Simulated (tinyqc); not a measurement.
# Inputs raised by 10 %, one at a time

Model: defect equilibria of an oxide against oxygen pressure (mass action). Computed by tinyqc, a small Python program. Command: `OMP_NUM_THREADS=1 python tinyqc.py 3006572 3006573 out.jsonl brouwer sens`. One thread of a shared host (Intel(R) Xeon(R) Processor @ 2.30GHz), about 0.01 s of CPU time with the checks.

Defects: oxygen vacancies V (charge +2), electrons n, holes p, the ionic partner X = V_M'' (charge -2), and the dopant. Activities are taken equal to concentrations.

Inputs (values chosen for the exercise, for a model oxide):
```
quantity                           value             unit
reduction enthalpy H_r              4.27               eV
prefactor K_r0                   1.1e+71  cm^-9 atm^(1/2)
gap E_g                             2.58               eV
prefactor N_c N_v                4.8e+42            cm^-6
disorder enthalpy H_s               4.03               eV
prefactor K_s0                   7.6e+44            cm^-6
dopant density N_d               9.6e+19            cm^-3
temperature T                        900                K
oxygen pressure P                  0.005              atm
electron mobility mu_n               0.2       cm^2/(V s)
hole mobility mu_p                  0.19       cm^2/(V s)
vacancy diffusion prefactor D_0     0.14           cm^2/s
vacancy migration energy E_m        0.56               eV
```

Ionic disorder: Schottky, oxide MO. Dopant (singly charged, fully ionised): acceptor.

Constants: k_B = 8.617333262e-05 eV/K; e = 1.602176634e-19 C.

Method:
- K_r = K_r0 exp(-H_r/k_B T) = [V] n^2 P^(1/2); K_i = N_c N_v exp(-E_g/k_B T) = n p; K_s = K_s0 exp(-H_s/k_B T) = [X] [V].
- Neutrality: 2 [V] + p = n + 2 [X] + N_d. With n as the unknown, [V] = K_r/(n^2 P^(1/2)), p = K_i/n, [X] = K_s/[V]; the log ratio is ln(positive/negative).
- The root is found by 60 bisections in ln n between n = 1e-10 and 1e25 cm^-3.
- sigma_n = e n mu_n, sigma_p = e p mu_p, sigma_ion = 2 e [V] mu_V with mu_V = 2 e D/(k_B T) and D = D_0 exp(-E_m/k_B T); only the oxygen vacancies carry ionic current, and the ionic transport number is sigma_ion over the total.

Runs:
```
input moved                          from         to  n (cm^-3)  [V] (cm^-3)  total conductivity (S/cm)  ionic transport number
base run                                -          -  1.995e+14    4.800e+19                    0.04062                  0.9998
reduction enthalpy H_r (eV)          4.27      4.697  1.271e+13    4.800e+19                    0.04065                  0.9990
gap E_g (eV)                         2.58      2.838  1.995e+14    4.800e+19                    0.04062                  0.9998
disorder enthalpy H_s (eV)           4.03      4.433  1.995e+14    4.800e+19                    0.04062                  0.9998
dopant density N_d (cm^-3)        9.6e+19  1.056e+20  1.902e+14    5.280e+19                    0.04468                  0.9998
temperature T (K)                     900        990  2.436e+15    4.800e+19                    0.07126                  0.9988
oxygen pressure P (atm)             0.005     0.0055  1.948e+14    4.800e+19                    0.04062                  0.9998
prefactor K_r0 (cm^-9 atm^(1/2))  1.1e+71   1.21e+71  2.092e+14    4.800e+19                    0.04062                  0.9998
```

Exponents ln(y'/y) / ln(x'/x):
```
input                         n  [V]  total conductivity  ionic transport number
reduction enthalpy H_r  -28.883    0               0.008                  -0.008
gap E_g                   0.000    0              -0.001                   0.001
disorder enthalpy H_s     0.000    0               0.000                   0.000
dopant density N_d       -0.500    1               1.000                   0.000
temperature T            26.257    0               5.897                  -0.010
oxygen pressure P        -0.250    0               0.000                   0.000
prefactor K_r0            0.500    0               0.000                   0.000
```

To which inputs is each result most sensitive?

Among the inputs moved here: n answers most in size to reduction enthalpy H_r (exponent -28.883), next to temperature T (+26.257); its exponent is below 0.0005 for gap E_g, disorder enthalpy H_s. [V] answers most in size to dopant density N_d (exponent +1.000); its exponent is below 0.0005 for reduction enthalpy H_r, gap E_g, disorder enthalpy H_s, temperature T, oxygen pressure P, prefactor K_r0. Its exponent +1.000 in dopant density N_d: acceptors are compensated by oxygen vacancies. Total conductivity answers most in size to temperature T (exponent +5.897), next to dopant density N_d (+1.000); its exponent is below 0.0005 for disorder enthalpy H_s, oxygen pressure P, prefactor K_r0. Ionic transport number answers most in size to temperature T (exponent -0.010), next to reduction enthalpy H_r (-0.008); its exponent is below 0.0005 for disorder enthalpy H_s, dopant density N_d, oxygen pressure P, prefactor K_r0.
